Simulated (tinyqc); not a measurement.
Carrier density against temperature: charge neutrality of a doped semiconductor with incomplete ionisation. Computed by tinyqc, a small Python program. Command: `OMP_NUM_THREADS=1 python tinyqc.py 3012494 3012495 out.jsonl dopant walk`. One thread of a shared host (Intel(R) Xeon(R) Processor @ 2.30GHz), about 0.02 s of CPU time with the checks.

Energies are counted from the top of the valence band; E_D is measured down from the conduction band and E_A up from the valence band.

Inputs (values chosen for the exercise, modelled on GaSb):
```
quantity                 value   unit
gap at 0 K E_g0          0.798     eV
Varshni alpha         0.000417   eV/K
Varshni beta               136      K
electron mass m_e       0.0392    m_0
valleys M_c                  1      -
hole mass m_h            0.395    m_0
donor density N_D      5.6e+15  cm^-3
acceptor density N_A         0  cm^-3
donor depth E_D        0.00245     eV
donor degeneracy g_D         2      -
```

Doping: n-type. Statistics of the bands: Fermi-Dirac.

Constants: k_B = 8.617333262e-05 eV/K; m_0 = 9.1093837015e-31 kg; k_B = 1.380649e-23 J/K; h = 6.62607015e-34 J s.

Method:
- E_g = E_g0 - alpha T^2/(T + beta).
- N_c = 2 M_c (2 pi m_e k_B T/h^2)^(3/2) and N_v = 2 (2 pi m_h k_B T/h^2)^(3/2), masses in units of m_0.
- n = N_c F_1/2((E_F - E_g)/k_B T), p = N_v F_1/2(-E_F/k_B T).
- F_1/2(eta) = (2/sqrt(pi)) int_0^infinity sqrt(x)/(1 + exp(x - eta)) dx, by the trapezoid rule in t = sqrt(x) with step 0.02 up to t = 12 (for eta < -12 by exp(eta) - exp(2 eta)/2^(3/2)).
- N_D+ = N_D/(1 + g_D exp((E_F - E_g + E_D)/k_B T)).
- Neutrality: p + N_D+ = n + N_A-; the log ratio is ln[(p + N_D+)/(n + N_A-)].
- Neutrality is solved by bisection at each T. The last column is -k_B d ln(n T^-3/4)/d(1/T) from this row and the one above; it turns negative as ionisation nears completion, when the density grows more slowly than that power of T.

Against temperature:
```
T (K)   n (cm^-3)  E_F from the band edge (eV)  ionised share  activation energy (eV)
4.1    2.8585e+13                      0.00083        0.00510                       -
6.3    1.2836e+14                      0.00079        0.02292                0.001194
9.5    3.5857e+14                      0.00082        0.06403                0.001159
14.0   7.4047e+14                      0.00102        0.13223                0.001106
300.0  5.2820e+15                      0.09301        0.94321               -0.000422
600.0  1.2948e+16                      0.19349        0.95265                0.019479
```

What does the comparison show, and why?

Between the two coldest rows the activation energy is 0.00119 eV, 0.49 of the dopant depth: without compensation E_F sits halfway between level and band, so half the depth shows. The density is within 10 % of the net doping in one row, 300 K. From 600 K carriers excited across the gap add to it.

Extremes, crossings and ranges named in words are read from the listed rows.
